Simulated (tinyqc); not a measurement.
## Scale length and barrier from the threshold roll-off

Question. For L well above Lambda the threshold falls by 2 m sqrt(A (A + Vds)) exp(-pi L/(2 Lambda)), A being the height of the source potential over the barrier top; the two values follow this form. Find Lambda and A.

Parameters, values chosen for the exercise: long-channel body factor m = 1; drain voltage Vds = 0.7 V.

threshold lowering at L = 25 and 39 nm (mV): 56.329122  9.4248795

Solution. The ratio of the two values gives Lambda; the prefactor gives A (A + Vds), a quadratic with one positive root.

Lambda = 12.3 nm
A = 0.420 V

Computed by the program tinyqc: `OMP_NUM_THREADS=1 python tinyqc.py 2420130 2420131 out.jsonl`, one thread of a shared Intel Xeon 2.30GHz, about 0.01 s for the whole run.
